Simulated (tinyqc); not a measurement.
Lateral field, substrate current, probability of reaching the oxide barrier and hot-carrier lifetime of a silicon transistor (pseudo-two-dimensional and lucky-electron models): one step, computed by the program tinyqc.

Local-field models: a lucky carrier gains its energy at the peak field over a path free of collisions. Voltages are magnitudes.

Problem. Peak lateral field. C_ox = 3.9 eps_0/t; F_sat = 2 v_s/mu; V_Dsat = V_ov F_sat L/(V_ov + F_sat L), V_ov = V_G - V_T; I_D/W = C_ox v_s (V_ov - V_Dsat). Scale length l = 0.22 t^(1/3) x_j^(1/2) (all in cm); F_m = sqrt(((V_D - V_Dsat)/l_e)^2 + F_sat^2), with l_e = l; length of the velocity-saturated region l_e ln((V_D - V_Dsat)/(l_e F_sat) + F_m/F_sat).

Inputs (values chosen for the exercise, modelled on a silicon p-channel):

| quantity | value | unit |
|---|---|---|
| channel length L | 1900 | nm |
| oxide thickness t | 50 | nm |
| junction depth x_j | 480 | nm |
| mobility mu | 110 | cm^2/(V s) |
| saturation velocity v_s | 0.74 | 1e7 cm/s |
| threshold voltage V_T | 0.69 | V |
| gate voltage V_G | 7.4 | V |
| drain voltage V_D | 12 | V |
| ionisation prefactor A_i | 8.9e+06 | 1/cm |
| ionisation field B_i | 3.64 | MV/cm |
| hot-carrier mean free path lambda | 5.4 | nm |
| oxide barrier phi_b | 4.6 | eV |
| interface-trap threshold phi_it | 4.5 | eV |
| lifetime constant H | 40 | s microampere/micrometre |

Drain: abrupt.

Constants: eps_0 = 8.8541878128e-12 F/m.

Give: scale length l; peak field F_m; velocity-saturated length; energy gained over one free path, e lambda F_m.

Solution.

scale length l = 260.6 nm

peak field F_m = 289.6 kV/cm

velocity-saturated length = 365.1 nm

energy gained over one free path, e lambda F_m = 0.1564 eV
